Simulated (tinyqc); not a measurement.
## Schottky emission and Poole-Frenkel conduction in an insulator, and how to tell them apart: activation energy against field

Schottky emission (electrode-limited): J = As T^2 exp[-(pb - b sqrt(F))/Vt], b = sqrt(q/(4 pi eps0 ei)). Poole-Frenkel emission (bulk-limited): J = s0 F exp[-(pt - 2 b sqrt(F))/Vt]. F in V/cm.

The activation energy is -d ln J/d(q/kB T) at fixed F.

Values chosen for this exercise; dielectric values close to those of hafnium oxide: temperature T = 300 K; high-frequency relative permittivity ei = 4.08; trap depth pt = 1.01 eV; Poole-Frenkel prefactor s0 = 0.021 S/cm; electrode barrier pb = 1.23 eV; Richardson constant As = 47 A/(cm^2 K^2).

Constants: q = 1.602176634e-19 C, kB = 1.380649e-23 J/K, Vt = kB T/q, eps0 = 8.8541878128e-14 F/cm where lengths are in cm. Results are converted to the units shown.

Results:
```
F (MV/cm),sqrt(F) ((V/cm)^0.5),"J, Schottky (A/cm^2)",its Ea (eV),"J, Poole-Frenkel (A/cm^2)",its Ea (eV)
0.2,447.2,2.369e-13,1.198,3.012e-11,0.8420
0.75,866.0,4.971e-12,1.119,4.970e-8,0.6846
1.3,1140,3.644e-11,1.068,4.631e-6,0.5816
1.86,1364,1.851e-10,1.025,1.710e-4,0.4976
2.41,1552,7.289e-10,0.9901,0.003434,0.4267
2.96,1720,2.472e-9,0.9585,0.04851,0.3636
4.06,2015,2.101e-8,0.9032,4.806,0.2529
```

Estimate the missing row, F = 3.51 MV/cm.

Computed row:
```
F (MV/cm),sqrt(F) ((V/cm)^0.5),"J, Schottky (A/cm^2)",its Ea (eV),"J, Poole-Frenkel (A/cm^2)",its Ea (eV)
3.51,1873,7.516e-9,0.9297,0.5318,0.3061
```

With this row back in the table: Both activation energies fall linearly in sqrt(F), the Poole-Frenkel one twice as fast (0.842 to 0.253 eV against 1.20 to 0.903 eV). They extrapolate to pt = 1.01 eV and to pb + 2 kB T = 1.28 eV, the 2 kB T coming from the T^2. The Schottky current is the smaller one in every row. For F = 1.86, 2.41, 2.96, 3.51, 4.06 a Fowler-Nordheim estimate for tunnelling through pb with a mass of 0.4 m0 exceeds the Schottky current, so tunnelling, left out here, would compete. For F = 2.96, 3.51, 4.06 a Fowler-Nordheim estimate for tunnelling through pb with a mass of 0.4 m0 exceeds the Poole-Frenkel current, so tunnelling, left out here, would compete.

Program tinyqc, `OMP_NUM_THREADS=1 python tinyqc.py 2370112 2370113 out.jsonl`; Intel Xeon 2.30GHz, shared host, one thread, about 0.01 s.
